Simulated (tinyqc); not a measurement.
From counting error of x without background back to collected charge: Rutherford backscattering from a thin compound film on silicon: kinematics, yields, composition and thickness. Computed by tinyqc, a small Python program. Command: `OMP_NUM_THREADS=1 python tinyqc.py 3003483 3003484 out.jsonl rbs inv`. One thread of a shared host (Intel(R) Xeon(R) Processor @ 2.30GHz), about 0.01 s of CPU time with the checks.

Singly charged helium ions (Z1 = 2, M1 = 4.0026 u) enter at the tilt angle a1 to the normal and leave at a2 = |180 - theta - tilt| in the same plane. The film is A B_x.

Inputs (values chosen for the exercise, modelled on a helium beam on HfO2):
```
quantity,value,unit
beam energy E0,2.2,MeV
scattering angle theta,170,degrees
tilt of the sample,0,degrees
heavy element: Z_A,72,-
heavy element: mass M_A,178.5,u
heavy element: stopping eps_A at 2 MeV,116,1e-15 eV cm^2
light element: Z_B,8,-
light element: mass M_B,16,u
light element: stopping eps_B at 2 MeV,36.5,1e-15 eV cm^2
"atoms of B per atom of A, x",1.87,-
atomic density of the film,79.8,1/nm^3
film thickness d,10,nm
detector solid angle,4.9,msr
detector resolution (FWHM),16,keV
```

Constants: e^2/(4 pi eps_0) = 14.39964548 eV angstrom; e = 1.602176634e-19 C.

Method:
- Kinematic factor K = [(sqrt(M^2 - M1^2 sin^2 theta) + M1 cos theta)/(M + M1)]^2.
- Surface edges lie at K E0; substrate silicon has M = 28.09 u. Mass resolution at M_A = resolution/(E0 dK/dM).
- Stopping per atom eps(E) = eps(2 MeV) (E/2 MeV)^(-0.4) (a law chosen for the exercise); Bragg rule eps_film = (eps_A + x eps_B)/(1 + x); areal density N d, with 1/nm^2 = 0.1 x 1e15/cm^2.
- Width of the signal of element i: [K_i eps(E0)/cos a1 + eps(K_i E0)/cos a2] N d; depth resolution = resolution x d/width of A; energy lost on the way in = eps(E0) N d/cos a1.
- Rutherford cross section in the laboratory frame: sigma = (Z1 Z e^2/(4 pi eps_0 4E))^2 (4/sin^4 theta) (r + cos theta)^2/r, r = sqrt(1 - (M1 sin theta/M)^2), times the screening factor 1 - 0.049 Z1 Z^(4/3)/E (E in keV); 1 angstrom^2 = 1e8 barn.
- Counts = (charge/e) x solid angle x sigma(E_mean) x areal density of the element/cos a1, E_mean = E0 - half the energy lost on the way in; 1 barn = 1e-24 cm^2. The ratio of areas returns x = (Y_B/Y_A)(sigma_A/sigma_B), with the counting error sqrt(1/Y_A + 1/Y_B).

Problem. A run gave the result below. Find the collected charge, known to lie between 7.1 and 17 microcoulomb.

counting error of x without background = 2.750889 %

Solution.

Each step takes the trial c = (a f_b - b f_a)/(f_b - f_a), f being the result less the target and a, b, c the logarithms of the listed values; c replaces end b, the old b replaces a if the sign of f changed, and otherwise f_a is halved.

Scan of the range:
```
collected charge (microcoulomb),counting error of x without background (%)
7.10,3.83794
8.21,3.56907
9.50,3.31792
11.00,3.08341
12.70,2.86963
14.70,2.66728
17.00,2.48029
```

False position (Illinois rule, in the logarithm of the input) inside the bracket:
```
step,end a,end b,trial,counting error of x without background (%)
1,12.7000,14.7000,13.8380,2.74910
2,12.7000,13.8380,13.8033,2.75255
3,13.8380,13.8033,13.8200,2.75089
4,13.8033,13.8200,13.8200,2.75089
```

Counting error of x without background falls at every point of a 13-point scan of the range (every second point is shown), so one value fits; it is bracketed by 12.7 and 14.7. The scan shows a pure power law with exponent -0.5000, so scaling from any one row also gives the answer directly. Answer: collected charge = 13.82 microcoulomb.
